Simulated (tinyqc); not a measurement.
Band offset of a heterojunction with an interface dipole (two-band chains, self-consistent charge): one step. Levels and site charges. Three cases, with inputs chosen for the exercise.

Problem. Diagonalise, fill the lower half with two electrons each, and sum the electrons on the left (L) less one a site.

Case 1.

H (eV):
```
           AL1        CL1        AL2        CL2        AL3        CL3        AR1        CR1        AR2        CR2
AL1  -0.565000  -1.600000          0          0          0          0          0          0          0          0
CL1  -1.600000   0.565000  -1.600000          0          0          0          0          0          0          0
AL2          0  -1.600000  -0.565000  -1.600000          0          0          0          0          0          0
CL2          0          0  -1.600000   0.565000  -1.600000          0          0          0          0          0
AL3          0          0          0  -1.600000  -0.565000  -1.600000          0          0          0          0
CL3          0          0          0          0  -1.600000   0.565000  -1.673320          0          0          0
AR1          0          0          0          0          0  -1.673320  -4.615000  -1.750000          0          0
CR1          0          0          0          0          0          0  -1.750000   1.055000  -1.750000          0
AR2          0          0          0          0          0          0          0  -1.750000  -4.615000  -1.750000
CR2          0          0          0          0          0          0          0          0  -1.750000   1.055000
AR3          0          0          0          0          0          0          0          0          0  -1.750000
CR3   1.673320          0          0          0          0          0          0          0          0          0

           AR3        CR3
AL1          0   1.673320
CL1          0          0
AL2          0          0
CL2          0          0
AL3          0          0
CL3          0          0
AR1          0          0
CR1          0          0
AR2          0          0
CR2  -1.750000          0
AR3  -4.615000  -1.750000
CR3  -1.750000   1.055000
```

Case 2.

H (eV):
```
           AL1        CL1        AL2        CL2        AL3        CL3        AR1        CR1        AR2        CR2
AL1  -0.580000  -2.760000          0          0          0          0          0          0          0          0
CL1  -2.760000   0.580000  -2.760000          0          0          0          0          0          0          0
AL2          0  -2.760000  -0.580000  -2.760000          0          0          0          0          0          0
CL2          0          0  -2.760000   0.580000  -2.760000          0          0          0          0          0
AL3          0          0          0  -2.760000  -0.580000  -2.760000          0          0          0          0
CL3          0          0          0          0  -2.760000   0.580000  -2.600385          0          0          0
AR1          0          0          0          0          0  -2.600385  -1.915000  -2.450000          0          0
CR1          0          0          0          0          0          0  -2.450000   0.335000  -2.450000          0
AR2          0          0          0          0          0          0          0  -2.450000  -1.915000  -2.450000
CR2          0          0          0          0          0          0          0          0  -2.450000   0.335000
AR3          0          0          0          0          0          0          0          0          0  -2.450000
CR3   2.600385          0          0          0          0          0          0          0          0          0

           AR3        CR3
AL1          0   2.600385
CL1          0          0
AL2          0          0
CL2          0          0
AL3          0          0
CL3          0          0
AR1          0          0
CR1          0          0
AR2          0          0
CR2  -2.450000          0
AR3  -1.915000  -2.450000
CR3  -2.450000   0.335000
```

Case 3.

H (eV), rows AL1, CL1, AL2, CL2, AR1, CR1, AR2, CR2 and columns alike:
$$\begin{pmatrix}
-0.370000 & -2.600000 & 0 & 0 & 0 & 0 & 0 & 2.549510 \\
-2.600000 & 0.370000 & -2.600000 & 0 & 0 & 0 & 0 & 0 \\
0 & -2.600000 & -0.370000 & -2.600000 & 0 & 0 & 0 & 0 \\
0 & 0 & -2.600000 & 0.370000 & -2.549510 & 0 & 0 & 0 \\
0 & 0 & 0 & -2.549510 & -1.260000 & -2.500000 & 0 & 0 \\
0 & 0 & 0 & 0 & -2.500000 & 0.040000 & -2.500000 & 0 \\
0 & 0 & 0 & 0 & 0 & -2.500000 & -1.260000 & -2.500000 \\
2.549510 & 0 & 0 & 0 & 0 & 0 & -2.500000 & 0.040000
\end{pmatrix}$$

Give: levels; electrons on the sites; q.

Solution.

Case 1.

levels (eV): [-6.0933, -5.5818, -4.9469, -2.9570, -2.1754, -1.1933, 0.8228, 1.2895, 2.0003, 2.2405, 2.7765, 3.1381]

electrons on the sites: AL1 1.3692, CL1 0.6053, AL2 1.3370, CL2 0.6061, AL3 1.3281, CL3 0.4975, AR1 1.7925, CR1 0.2313, AR2 1.7838, CR2 0.2297, AR3 1.7930, CR3 0.4266

q = -0.2568 electrons

Case 2.

levels (eV): [-5.6341, -5.4197, -4.2935, -4.1065, -2.3041, -1.6752, 1.1218, 1.2433, 3.2385, 3.3957, 4.4801, 5.2137]

electrons on the sites: AL1 1.2003, CL1 0.7375, AL2 1.2038, CL2 0.7345, AL3 1.2104, CL3 0.6945, AR1 1.4054, CR1 0.6445, AR2 1.4053, CR2 0.6466, AR3 1.4041, CR3 0.7131

q = -0.2191 electrons

Case 3.

levels (eV): [-5.2144, -4.9051, -2.4845, -2.1608, 1.6153, 1.7939, 4.2097, 4.7059]

electrons on the sites: AL1 1.1067, CL1 0.8212, AL2 1.1169, CL2 0.7981, AR1 1.2492, CR1 0.8187, AR2 1.2420, CR2 0.8473

q = -0.1572 electrons

Electrons move to the right, the side whose mid-gap lies lower.

Computed by tinyqc, one run a case: `OMP_NUM_THREADS=1 python tinyqc.py N N+1 out.jsonl` with N = 1482291, 1482304, 1482396; one thread of a shared Intel(R) Xeon(R) Processor @ 2.30GHz, about 0.4 s a run at most.
